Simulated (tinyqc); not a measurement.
Plane-wave Kohn-Sham cycle with exchange-only LDA in a layered model solid, step by step. One step of it, computed by the program tinyqc.

Problem. Iteration 1: levels at that k. Diagonalise the Hermitian matrix.

H (hartree), order -2, -1, +0, +1, +2:
```
[[0.198228, -0.075000, 0.000000, 0.000000, 0.000000],
 [-0.075000, -0.154808, -0.075000, 0.000000, 0.000000],
 [0.000000, -0.075000, -0.251090, -0.075000, 0.000000],
 [0.000000, 0.000000, -0.075000, -0.090619, -0.075000],
 [0.000000, 0.000000, 0.000000, -0.075000, 0.326605]]
```

Give: eigenvalues.

Solution.

eigenvalues (hartree): [-0.315, -0.147, -0.064, 0.214, 0.340]
